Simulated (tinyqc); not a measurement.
Programming of a floating-gate cell by Fowler-Nordheim tunnelling: two steps of the calculation.

Per tunnel area the floating gate has Ctun = 3.9 eps0/tox to the channel (0 V) and Ccg to the control gate, Ct = Ctun/(1 - ag), no other coupling. With the threshold shift U = -Q/Ccg the field is F = ag (Vg - U)/tox, and dU/dt = J/Ccg. Fowler-Nordheim: J = A F^2 exp(-B/F), A = q^2/(16 pi^2 hbar mo phi) (times 1e14 for A/cm^2 with F in V/nm, emitter mass m0), B = (4/3) sqrt(mo/C) phi^1.5, C = hbar^2/(2 m0).

Inputs (values chosen for the exercise); oxide values close to those of silicon dioxide:
```
symbol,value,unit,meaning
phi,3.08,eV,tunnel barrier
mo,0.5,m0,tunnelling mass
tox,9.8,nm,tunnel oxide thickness
ag,0.67,,coupling ratio Ccg/Ct
ar,400,nm^2,tunnel area
Vt0,-0.6,V,threshold shift at the start
Vg,16,V,control-gate voltage
dt,13,us,time step
n,10,,steps
```

Constants: q = 1.602176634e-19 C, hbar = 1.054571817e-34 J s, m0 = 9.1093837015e-31 kg, eps0 = 8.8541878128e-14 F/cm where lengths are in cm, hbar^2/(2 m0) = 0.0380998212 eV nm^2. Results are converted to the units shown.

Problem 1. Constants of the cell. A, B, Ccg = ag Ct, the starting field and current, K = A B ag/(Ccg tox), and the knee time t0 = exp(B/F(0))/K.

Find: A; B; Ccg; F(0); J(0); K; t0; electrons for 1 V of shift.

Solution 1.

A = 1.0009e8 A cm^-2 (V/nm)^-2
B = 26.109 V/nm
Ccg = 0.71540 uF/cm^2
F(0) = 1.1349 V/nm
J(0) = 0.013157 A/cm^2
K = 2.4974e14 1/s
t0 = 39.234 us
electrons for 1 V of shift = 17.861

Problem 2. Explicit time steps against the exact solution. U(new) = U + dt J(F(U))/Ccg. Exact: exp(B/F(t)) = exp(B/F(0)) + K t, K = A B ag/(Ccg tox), and U = Vg - tox F/ag.

Wanted: t; F; J; U by steps; U exact.

Solution 2.

```
step	t (us)	F (V/nm)	J (A/cm^2)	U by steps (V)	U exact (V)
0	0	1.1349	0.013157	-0.60000	-0.60000
1	13.000	1.1186	0.0091318	-0.36091	-0.39603
2	26.000	1.1072	0.0070442	-0.19497	-0.24106
3	39.000	1.0985	0.0057458	-0.06697	-0.11651
4	52.000	1.0913	0.0048547	0.03744	-0.01263
5	65.000	1.0853	0.0042035	0.12566	0.07631
6	78.000	1.0801	0.0037060	0.20204	0.15397
7	91.000	1.0755	0.0033132	0.26939	0.22281
8	104.00	1.0713	0.0029951	0.32960	0.28459
9	117.00	1.0676	0.0027321	0.38402	0.34057
10	130.00	1.0642	0.0025111	0.43367	0.39173
```

Range of the model: Programming fields of 10 MV/cm and more wear the oxide; trapping and the channel potential are ignored.

tinyqc, about 0.02 s, one thread, Intel Xeon 2.30GHz (shared host): `OMP_NUM_THREADS=1 python tinyqc.py 2130147 2130148 out.jsonl`
